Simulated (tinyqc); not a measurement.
## MOS inversion layer, Poisson-Schroedinger loop: effect of the sheet density of electrons

Electrons confined at an insulator interface at z = 0, treated as a hard wall; parabolic valleys, Hartree approximation, no image or exchange terms. The depletion charge lies far deeper than the electrons and gives a uniform field q Nd/(eps0 eps_r); the gate balances all charge. Energies are counted from the band edge at the interface.

Schroedinger equation -(C/mz) psi'' + (V0 + U + dE for set B) psi = E psi, C = hbar^2/(2 m0), psi(0) = 0, on a uniform mesh of 800 nodes with a far wall at 29 nm, 8 levels a set; V0 = q Nd z/(eps0 eps_r); dU/dz = q (Ns - integral of n from 0 to z)/(eps0 eps_r), U(0) = 0; N_k = g md m0 q Vt/(pi hbar^2) ln(1 + exp((EF - E_k)/Vt)), g the number of valleys of the set, sum N_k = Ns. Triangular well: E_k = a_k (C F^2/mz)^(1/3), a_1 = 2.338107, a_2 = 4.087949, C = hbar^2/(2 m0), F in eV/nm. Fang-Howard (all electrons in the lowest level of set A): b^3 = 6 (mz1/C) q (Nd + 11 Ns/32)/(eps0 eps_r), centroid 3/b, level C b^2/(4 mz1) + (3/b) q (Nd + 11 Ns/16)/(eps0 eps_r). The centroid adds 3.9 z_av/eps_r to an oxide-equivalent thickness.

Parameters, values chosen for the exercise; masses and permittivity close to those of silicon (100):
```
symbol,value,unit,meaning
T,300,K,temperature
eps_r,11.5,,relative permittivity
mz1,0.932,m0,mass along z of valley set A (2 valley(s))
md1,0.193,m0,in-plane density-of-states mass of set A
mz2,0.191,m0,mass along z of valley set B (4 valley(s))
md2,0.412,m0,in-plane density-of-states mass of set B
Nd,8.6e11,cm^-2,sheet density of depletion charge
dE,0,eV,extra shift of set B (strain)
```

Constants: q = 1.602176634e-19 C, kB = 1.380649e-23 J/K, hbar = 1.054571817e-34 J s, m0 = 9.1093837015e-31 kg, Vt = kB T/q, eps0 = 8.8541878128e-14 F/cm where lengths are in cm, hbar^2/(2 m0) = 0.0380998212 eV nm^2. Results are converted to the units shown.

Result of one run:
columns A: A1 (meV); B: B1 (meV); C: EF (meV); D: share of A1 (%); E: share of set A (%); F: centroid z_av (nm); G: added oxide equivalent (nm); H: Fang-Howard centroid (nm)
```
A       B     C     D     E     F      G     H
96.4  146  64.6  50.9  61.6  2.66  0.901  1.95
```

Which sheet density of electrons Ns gave this result: 9.7e11, 2.1e12, 4.4e12 or 2e13 cm^-2?

Ns = 2.1e12 cm^-2.

The whole series:
columns A: Ns (cm^-2); B: A1 (meV); C: B1 (meV); D: EF (meV); E: share of A1 (%); F: share of set A (%); G: centroid z_av (nm); H: added oxide equivalent (nm); I: Fang-Howard centroid (nm)
```
A          B     C      D     E     F     G      H     I
1e11    48.7  81.6  -73.7  36.5  50.9  3.51   1.19  2.36
2.1e11  51.9  86.0  -50.5  37.5  51.7  3.44   1.17  2.32
4.5e11  58.5  95.0  -22.4  39.7  53.3  3.29   1.12  2.26
9.7e11  71.6   113   13.9  43.9  56.4  3.04   1.03  2.14
2.1e12  96.4   146   64.6  50.9  61.6  2.66  0.901  1.95
4.4e12   139   202    135  59.8  68.4  2.22  0.751  1.70
9.4e12   213   298    246  68.5  75.1  1.77  0.601  1.42
2e13     338   462    428  73.1  78.5  1.41  0.478  1.15
```

As Ns goes from 1e11 to 2e13, A1 rises from 48.7 to 338 meV, the share of A1 rises from 36.5 to 73.1 % and the centroid falls from 3.51 to 1.41 nm. A1 goes as Ns^(0.61) between the last two rows (a triangular well in the field of that charge alone gives 2/3). EF lies more than 2 meV above A1 for Ns = 9.4e12, 2e13. The Fang-Howard centroid is 33 % below the full one in the first row, where A1 holds 36.5 %, and 19 % below it in the last, where A1 holds 73.1 %.

tinyqc, about 1 s, one thread, Intel Xeon 2.30GHz (shared host): `OMP_NUM_THREADS=1 python tinyqc.py 2160047 2160048 out.jsonl`
